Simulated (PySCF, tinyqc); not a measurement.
MP2 on RHF in the 6-31g basis, for H4, spin multiplicity 1, step by step. The lowest restricted solution is unstable here: a spin-polarised one lies 0.0010 hartree lower (PySCF). One step of it, computed by the program tinyqc.

Task: Orthogonalisation. S = U s U^T; symmetric (Loewdin) form X = U s^(-1/2) U^T, so that X^T S X = 1.

overlap S, order 1H 1s, 1H 2s, 2H 1s, 2H 2s, 3H 1s, 3H 2s, 4H 1s, 4H 2s:
$$\begin{pmatrix}
1.000000 & 0.658292 & 0.397871 & 0.485263 & 0.228456 & 0.396263 & 0.102178 & 0.292250 \\
0.658292 & 1.000000 & 0.485263 & 0.829383 & 0.396263 & 0.732373 & 0.292250 & 0.607418 \\
0.397871 & 0.485263 & 1.000000 & 0.658292 & 0.102178 & 0.292250 & 0.228456 & 0.396263 \\
0.485263 & 0.829383 & 0.658292 & 1.000000 & 0.292250 & 0.607418 & 0.396263 & 0.732373 \\
0.228456 & 0.396263 & 0.102178 & 0.292250 & 1.000000 & 0.658292 & 0.397871 & 0.485263 \\
0.396263 & 0.732373 & 0.292250 & 0.607418 & 0.658292 & 1.000000 & 0.485263 & 0.829383 \\
0.102178 & 0.292250 & 0.228456 & 0.396263 & 0.397871 & 0.485263 & 1.000000 & 0.658292 \\
0.292250 & 0.607418 & 0.396263 & 0.732373 & 0.485263 & 0.829383 & 0.658292 & 1.000000
\end{pmatrix}$$

Give: eigenvalues of S; X.

Result:

eigenvalues of S: [0.035, 0.160, 0.239, 0.480, 0.487, 0.864, 1.317, 4.417]

X, order 1H 1s, 1H 2s, 2H 1s, 2H 2s, 3H 1s, 3H 2s, 4H 1s, 4H 2s:
$$\begin{pmatrix}
1.289 & -0.526 & -0.149 & 0.053 & -0.046 & 0.021 & 0.043 & 0.001 \\
-0.526 & 2.510 & 0.053 & -1.233 & 0.021 & -1.007 & 0.001 & 0.512 \\
-0.149 & 0.053 & 1.289 & -0.526 & 0.043 & 0.001 & -0.046 & 0.021 \\
0.053 & -1.233 & -0.526 & 2.510 & 0.001 & 0.512 & 0.021 & -1.007 \\
-0.046 & 0.021 & 0.043 & 0.001 & 1.289 & -0.526 & -0.149 & 0.053 \\
0.021 & -1.007 & 0.001 & 0.512 & -0.526 & 2.510 & 0.053 & -1.233 \\
0.043 & 0.001 & -0.046 & 0.021 & -0.149 & 0.053 & 1.289 & -0.526 \\
0.001 & 0.512 & 0.021 & -1.007 & 0.053 & -1.233 & -0.526 & 2.510
\end{pmatrix}$$
